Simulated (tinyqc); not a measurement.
Inside a calculation: Lorentz oscillators and the Kramers-Kronig relations. Values are carried at full precision from step to step, so a last printed digit may differ when a step is redone from the rounded ones.

eps(E) = 1 + sum_j S_j/(E0_j^2 - E^2 - i G_j E).

Constants: hbar c = 1973.269805 eV angstrom; hbar^2/2m0 = 3.80998211 eV angstrom^2; e^2/(4 pi eps0) = 14.39964547 eV angstrom.

Inputs chosen for the exercise (line positions loosely like those of GaN; Lorentz tails absorb below the gap, where the real solid is clear; the results hold for these values, not for the real material): E0 = (4.39, 7.1, 8.91) eV (resonances); G = (1.13, 1.09, 2.28) eV (widths); S = (13.1, 77.3, 92.8) eV^2 (strengths); E = 11.7 eV (photon energy); h = 0.5 eV (grid step); M = 30 (grid points E_j = j h); i = 10 (grid index at which eps1 is wanted).

## Dielectric function at one energy

Evaluate each oscillator and the sum.

terms: -0.1100+0.0124i  -0.8748+0.1290i  -1.3280+0.6161i

eps(E) = -1.3129+0.7575i
eps(0) = 4.3821

## Optical constants

n + i k = sqrt(eps1 + i eps2) with k >= 0; R = ((n - 1)^2 + k^2)/((n + 1)^2 + k^2) at normal incidence from vacuum; alpha = 2 E k/(hbar c), times 1e8 for 1/cm; loss function Im(-1/eps) = eps2/(eps1^2 + eps2^2).

Convert eps at the photon energy E into the optical constants.

n = 0.3185
k = 1.1892
R = 0.5959
alpha = 1.41e+06 1/cm
loss function = 0.3297
vacuum wavelength hc/E (hc = 1239.841984 eV nm) = 106.0 nm

The intensity falls to 1/e within 7.09 nm. eps1 is negative, so k exceeds n, as in a metal below its plasma energy; R is 0.60.

## Absorptive part on the grid

Tabulate eps2 at E_j = j h.

eps2(E_j), j = 1 .. M: 0.0541  0.1131  0.1835  0.2765  0.4143  0.6529  1.1602  2.3882  3.1547  2.1098  2.0117  2.9048  5.7152  11.1631  8.2548  5.6144  5.5323  5.2635  3.9232  2.5888  1.7131  1.1823  0.8533  0.6402  0.4958  0.3940  0.3199  0.2643  0.2216  0.1882

## eps1 at one grid point

Kramers-Kronig: eps1(E) = 1 + (2/pi) P integral_0^infinity E1 eps2(E1)/(E1^2 - E^2) dE1. Maclaurin rule on the grid E_j = j h, j = 1 .. M: eps1(E_i) = 1 + (4 h/pi) sum over j with j - i odd of E_j eps2(E_j)/(E_j^2 - E_i^2); nothing is added above E_M.

List the terms E_j eps2_j/(E_j^2 - E_i^2) for j - i odd, add them and form eps1.

terms in order of j (1/eV): -0.0011  -0.0121  -0.0552  -0.3185  -2.9887  2.1075  2.1535  1.9812  0.9952  0.5712  0.2110  0.0915  0.0472  0.0275  0.0173

sum = 4.828 1/eV
eps1(E_i) = 4.073

The oscillator formula gives 4.384 at E_i = 5 eV. The rule samples every 2h = 1 eV against a narrowest width of 1.09 eV and stops at 15 eV; coarse sampling and the missing tail make the difference.

## The f-sum on the grid

W(E_M) = (2/pi) h sum_j E_j eps2_j, with half weight on the last point; the full integral equals sum S_j = (hbar omega_p)^2, and the electron density follows from (hbar omega_p)^2 = 8 pi c (e^2/(4 pi eps0)) N with c = hbar^2/2m0.

W(E_M) = 166.46 eV^2
sum S = 183.20 eV^2
share reached on this grid (a step near the line widths can inflate it) = 0.909
hbar omega_p = 13.535 eV
N = 1.33e+23 1/cm^3

## Checks

- The value of eps1 at 11.718 eV from a fine, long grid (with the tail of eps2 ~ 1/E^3 added) against the oscillator formula: both -1.30.

Program tinyqc; command `OMP_NUM_THREADS=1 python tinyqc.py 1652451 1652452 out.jsonl`; about 0.2 s on one thread of a shared Intel(R) Xeon(R) Processor @ 2.30GHz.
